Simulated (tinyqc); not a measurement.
Inside a calculation. Model: specific resistance of a metal-semiconductor contact and its transmission-line measurement. Computed by tinyqc, a small Python program that keeps every step. Command: `OMP_NUM_THREADS=1 python tinyqc.py 3025656 3025657 out.jsonl contact walk`. One thread of a shared host (Intel(R) Xeon(R) Processor @ 2.30GHz), about 0.01 s of CPU time with the checks. Intermediate numbers are printed to about 6 digits and carried at full precision; extremes and crossings named in words are read from the listed rows.

The barrier is parabolic (depletion approximation), energies E are normal energies counted from the band edge in the neutral semiconductor (downwards for holes), and the bias is zero. xi is an input, held fixed when other inputs move.

Inputs (values chosen for the exercise, modelled on p-type silicon):
```
quantity                                           value          unit
tunnelling mass m                                   0.36           m_0
permittivity eps                                    11.7             -
Richardson constant A*                              32.8  A/(cm^2 K^2)
barrier height phi_B                                0.33            eV
doping N                                         2.2e+18        1/cm^3
Fermi level above the band edge in the bulk, xi   -0.065            eV
temperature T                                        300             K
sheet resistance R_sh                              17000           ohm
contact length d                                    0.79    micrometre
contact width W                                      1.2    micrometre
```

Image-force lowering: included.

Constants: hbar = 1.054571817e-34 J s; eps_0 = 8.8541878128e-12 F/m; m_0 = 9.1093837015e-31 kg; k_B = 8.617333262e-05 eV/K; e = 1.602176634e-19 C.

## Tunnelling energy and barrier

E_00 = (e hbar/2) sqrt(N/(eps eps_0 m)); band bending E_b = phi_B + xi; depletion width w = sqrt(2 eps eps_0 E_b/(e^2 N)). Image lowering d_phi = (e^3 N E_b/(8 pi^2 (eps eps_0)^3))^(1/4) (E_b in volts), and E_b - d_phi replaces E_b everywhere except in w.

E_00 = 13.4182 meV

E_00/k_B T = 0.519039

depletion width = 12.4807 nm

barrier used, above the bulk band edge = 0.192706 eV

By the usual rule this is thermionic-field emission (0.5 to 5 k_B T).

## Transmission and supply

WKB transmission for E < E_b, with a = E/E_b: D = exp{-(E_b/E_00) [sqrt(1 - a) - a ln((1 + sqrt(1 - a))/sqrt(a))]}; D = 1 above. f = 1/(1 + exp((E - xi)/k_B T)).

E, D, f and D f at E/E_b = 0.05, 0.15, 0.3, 0.45, 0.6, 0.75, 0.9, 0.98:
```
E/E_b    E (eV)            D            f          D f
0.05   0.009635  3.98198e-06  5.27988e-02  2.10244e-07
0.15   0.028906  5.60191e-05  2.57698e-02  1.44360e-06
0.30   0.057812  1.11070e-03  8.57261e-03  9.52157e-06
0.45   0.086718  1.12775e-02  2.81857e-03  3.17864e-05
0.60   0.115624  7.00088e-02  9.23113e-04  6.46260e-05
0.75   0.144530  2.82491e-01  3.01944e-04  8.52965e-05
0.90   0.173436  7.34109e-01  9.87227e-05  7.24732e-05
0.98   0.188852  9.73177e-01  5.43814e-05  5.29227e-05
```

Among these points D f is largest at E/E_b = 0.75; for a non-degenerate tail the peak lies at E/E_b = 1/cosh^2(E_00/k_B T) = 0.773.

## Specific contact resistance

At zero bias 1/rho_c = (e A*/k_B^2) int D(E) f(E) dE, f = 1/(1 + exp((E - xi)/k_B T)); 200 Gauss-Legendre points from 0 to E_b, and k_B T ln(1 + exp((xi - E_b)/k_B T)) for the part above the barrier; the share of tunnelling is the part below.

specific contact resistance rho_c = 2.49607e-05 ohm cm^2

share of tunnelling = 86.6465 %

rho_c by thermionic emission alone = 1.86922e-04 ohm cm^2

Tunnelling lowers rho_c by a factor 7.49. The field-emission exponent (E_b - xi)/E_00 is 19.2, the thermionic one (E_b - xi)/k_B T is 10.0.

## Current crowding

Transmission-line model: transfer length L_T = sqrt(rho_c/R_sh); R_c = (R_sh L_T/W) coth(d/L_T). Limits: rho_c/(W d) for d << L_T, sqrt(rho_c R_sh)/W for d >> L_T.

transfer length L_T = 0.383181 micrometre

d/L_T = 2.06169

contact resistance R_c = 5607.05 ohm

R_c W = 6728.47 ohm micrometre

short-contact limit = 2632.98 ohm

long-contact limit = 5428.39 ohm

The contact is long: current crowds at the front edge, and more length does not help.

## A transmission-line measurement read back

Transmission-line model: transfer length L_T = sqrt(rho_c/R_sh); R_c = (R_sh L_T/W) coth(d/L_T). Two contacts a gap s apart give R = 2 R_c + R_sh s/W. A straight-line fit gives R_sh from the slope and R_c from the intercept; the simple reading takes L_x = R_c W/R_sh as the transfer length and rho_c = R_sh L_x^2.

Resistances:
```
gap s (micrometre)  R (ohm)
0.40                  16881
0.79                  22406
1.60                  33881
3.20                  56547
6.30                 100464
```

L_x = 0.395792 micrometre

rho_c by the simple reading = 2.66307e-05 ohm cm^2

simple reading over true value = 1.06691

The simple reading is 1.07 times too high, the factor coth^2(d/L_T): it holds only for d above about 2 L_T.

Checks made by the program: closed WKB exponent against numerical integration over the parabolic barrier (relative difference below 1e-10).
